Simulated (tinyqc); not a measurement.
# An infinitely deep well in a field (quantum-confined Stark shift), Airy functions: effects of single changes

Hard walls at x = -L/2 and +L/2; between them U(x) = -F x (eV, zero at the centre). C = hbar^2/(2 m0), e = (C F^2/m1)^(1/3), z1 = (F L/2 - E)/e at the left wall and z2 = (-F L/2 - E)/e at the right wall. Levels are the roots of D(E) = Ai(z1) Bi(z2) - Ai(z2) Bi(z1).

Inputs (values chosen for the exercise):
```
symbol,value,unit,meaning
m1,0.068,m0,mass
L,12.8,nm,well width
F,0.014,V/nm,field
```

Constants: q = 1.602176634e-19 C, hbar = 1.054571817e-34 J s, m0 = 9.1093837015e-31 kg, hbar^2/(2 m0) = 0.0380998212 eV nm^2. Results are converted to the units shown.

Each table varies one quantity; the others keep the values above.

## The Stark shift against well width

Exact shifts E_n(F) - E_n(0) from the roots of D; <x> = -dE_1/dF. E_n(0) = C (n pi/L)^2/m1; second-order shift m1 F^2 L^4 (1 - 15/(pi n)^2)/(48 C pi^2 n^2).

Results:
```
L (nm),F L/E_1(0),shift of level 1 (meV),"second order, 1 (meV)",shift of level 2 (meV),"second order, 2 (meV)",<x> of level 1 (nm)
7.1,0.9061,-0.9738,-0.9754,0.2893,0.2909,0.1389
8.6,1.610,-2.089,-2.100,0.6159,0.6261,0.2969
10.2,2.687,-4.098,-4.155,1.184,1.239,0.5775
13.2,5.823,-10.98,-11.65,2.827,3.475,1.485
14.7,8.042,-16.15,-17.92,3.652,5.345,2.107
16.2,10.76,-22.40,-26.44,4.075,7.884,2.799
17.8,14.28,-30.06,-38.53,3.652,11.49,3.577
```

Estimate the missing row, L = 11.7 nm.

Computed row:
```
L (nm),F L/E_1(0),shift of level 1 (meV),"second order, 1 (meV)",shift of level 2 (meV),"second order, 2 (meV)",<x> of level 1 (nm)
11.7,4.055,-6.976,-7.193,1.936,2.145,0.9679
```

With this row back in the table: The shift of level 1 falls from -0.974 to -30.1 meV, as L^(3.98) between the first two rows and L^(3.12) between the last two (second order: power 4). Second order is 0.16 % above it in size in the first row and 28 % above it in the last. The shift of level 2 goes from 0.289 through a maximum of 4.08 (at L = 16.2 nm among the rows listed) to 3.65 meV.

## The Stark shift against mass

Same model as above.

The Stark shift against mass:
```
m1 (m0),F L/E_1(0),shift of level 1 (meV),"second order, 1 (meV)",shift of level 2 (meV),"second order, 2 (meV)",<x> of level 1 (nm)
0.02,1.562,-3.016,-3.030,0.8898,0.9037,0.4288
0.028,2.186,-4.204,-4.243,1.227,1.265,0.5951
0.038,2.967,-5.662,-5.758,1.624,1.717,0.7957
0.052,4.060,-7.642,-7.879,2.120,2.350,1.060
0.072,5.622,-10.32,-10.91,2.683,3.253,1.399
0.098,7.652,-13.49,-14.85,3.131,4.428,1.772
0.13,10.15,-16.93,-19.70,3.254,5.874,2.136
0.18,14.05,-21.39,-27.27,2.681,8.133,2.552
```

What does the table show?

The shift of level 1 falls from -3.02 to -21.4 meV, as m1^(0.99) between the first two rows and m1^(0.72) between the last two (second order: power 1). Second order is 0.48 % above it in size in the first row and 27 % above it in the last. The shift of level 2 goes from 0.890 through a maximum of 3.25 (at m1 = 0.13 m0 among the rows listed) to 2.68 meV.

Computed by the program tinyqc: `OMP_NUM_THREADS=1 python tinyqc.py 2580005 2580006 out.jsonl`, one thread of a shared Intel Xeon 2.30GHz, about 0.02 s for the whole run.
